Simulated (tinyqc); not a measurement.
Transparency density and B against temperature: optical gain and spontaneous emission in a bulk direct-gap semiconductor.

Parabolic bands, vertical transitions, no excitons. For each hole band j: mr = me mj/(me + mj); joint density of states J_j(E) = (mr/c)^(3/2) sqrt(E - Eg)/(2 pi^2), both spins, c = hbar^2/2m0; averaged matrix element |e.p|^2 = m0 Ep/6; alpha_j(E) = 4 pi^2 alpha_f c Ep J_j/(3 nr E) in 1/angstrom (alpha_f the fine-structure constant, listed as alpha among the constants), times 1e8 for 1/cm.

F_j(eta) = (1/Gamma(j + 1)) integral_0^infinity x^j dx/(1 + exp(x - eta)), which tends to exp(eta) for eta << 0.

Quasi-Fermi levels: n = Nc F_1/2(Fc/kT) and p = Nv F_1/2(Fv/kT), Fc counted up from the conduction edge and Fv down from the valence edge; Nc, Nv from N = 2 (m kB T/(4 pi c))^(3/2) with c = hbar^2/2m0, in 1/angstrom^3; times 1e24 for 1/cm^3, with me and (mhh^(3/2) + mlh^(3/2))^(2/3).

For band j the electron sits at Ee = (E - Eg) mr/me above its edge and the hole at Eh = (E - Eg) mr/mj; fe = 1/(1 + exp((Ee - Fc)/kT)), fh = 1/(1 + exp((Eh - Fv)/kT)); gain g = sum_j alpha_j (fe + fh - 1).

Spontaneous rate: R = integral of (nr E/(hbar c))^2/(pi^2 hbar) sum_j alpha_j fe fh dE, with alpha in 1/cm and (nr E/(hbar c))^2 in 1/cm^2 (1e16 per 1/angstrom^2); B = R/(n p); lifetime n/R.

Constants: hbar^2/2m0 = 3.80998211 eV angstrom^2; fine-structure constant alpha = 0.007297352564; kB = 8.617333262e-05 eV/K; hbar = 6.58211957e-16 eV s; hbar c = 1973.269805 eV angstrom.

Values chosen for the exercise (near those of GaAs; not measured data):
- Eg = 1.466 eV (direct gap)
- me = 0.0651 m0 (electron mass)
- mhh = 0.509 m0 (heavy-hole mass)
- mlh = 0.0807 m0 (light-hole mass)
- Ep = 26 eV (Kane energy)
- nr = 3.65 (refractive index)

Eg is held fixed; B is taken at n = 1e15 1/cm^3.

Results:

| T (K) | transparency density (1/cm^3) | Fc/kT there | B (cm^3/s) |
|---|---|---|---|
| 100 | 2.32e+17 | 2.042 | 1.36e-09 |
| 150 | 4.25e+17 | 2.042 | 7.42e-10 |
| 200 | 6.55e+17 | 2.042 | 4.84e-10 |
| 250 | 9.15e+17 | 2.042 | 3.48e-10 |
| 300 | 1.20e+18 | 2.042 | 2.66e-10 |
| 350 | 1.52e+18 | 2.042 | 2.12e-10 |
| 400 | 1.85e+18 | 2.042 | 1.74e-10 |
| 500 | 2.59e+18 | 2.042 | 1.26e-10 |

Fc/kT at transparency stays at 2.042, since it depends on Nv/Nc alone, so the density goes as T^1.50. B goes as T^-1.48, against T^-1.5 for non-degenerate carriers: hot carriers spread over k and fewer pairs share a wave vector.

Run: tinyqc, `OMP_NUM_THREADS=1 python tinyqc.py 1680904 1680905 out.jsonl`; Intel(R) Xeon(R) Processor @ 2.30GHz, one thread, shared host; about 0.08 s of CPU time with all checks.
